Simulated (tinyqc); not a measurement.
From results back to parameters: band edges of strained Si(1-x)Ge(x) on relaxed Si(1-y)Ge(y). Two cases, with inputs chosen for the exercise.

Problem. A layer on a (001) buffer has its Delta valleys split into the four in the plane and the two along z: E(Delta4) - E(Delta2) = XuD (e_par - e_perp), e_perp = -2 (C12/C11) e_par, e_par = (a(y) - a(x))/a(x). The splitting is given; find the strain and the Ge fraction y of the buffer.

Values are linear in the Ge fraction but for ED(x) = linear - CD x (1 - x) and a(x) = linear - Ca x (1 - x). Energies are on the common scale of Ev.

Case 1.

Values chosen (end members near Si and Ge, in this order; the results hold for these values, not for the real material): a = (5.426, 5.666) angstrom (lattice constant); Ca = 0 angstrom (bowing of the lattice constant); XuD = (8.89, 9.72) eV (uniaxial potential, Delta); C11 = (164.3, 127.5) GPa; C12 = (63.9, 48.6) GPa; x = 0.18 (Ge fraction of the layer).

E(Delta4) - E(Delta2) = -0.126778 eV

Case 2.

Values chosen (end members near Si and Ge, in this order; the results hold for these values, not for the real material): a = (5.43, 5.657) angstrom (lattice constant); Ca = 0 angstrom (bowing of the lattice constant); XuD = (9.46, 9.16) eV (uniaxial potential, Delta); C11 = (167.3, 127.5) GPa; C12 = (64.2, 48.8) GPa; x = 0.17 (Ge fraction of the layer).

E(Delta4) - E(Delta2) = -0.117336 eV

Find: e_par; a(y); y.

Solution. e_par = splitting/(XuD (1 + 2 C12/C11)) with the values at x; a(y) = a(x)(1 + e_par); a(y) rises steadily with y, so one root lies in the range.

Case 1.

e_par = -0.00790
a(y) = 5.4260 angstrom
y = 0

Case 2.

e_par = -0.00706
a(y) = 5.4300 angstrom
y = 0

Computed by tinyqc, one run a case: `OMP_NUM_THREADS=1 python tinyqc.py N N+1 out.jsonl` with N = 1080230, 1080237; one thread of a shared Intel(R) Xeon(R) Processor @ 2.30GHz, about 0.01 s a run at most.
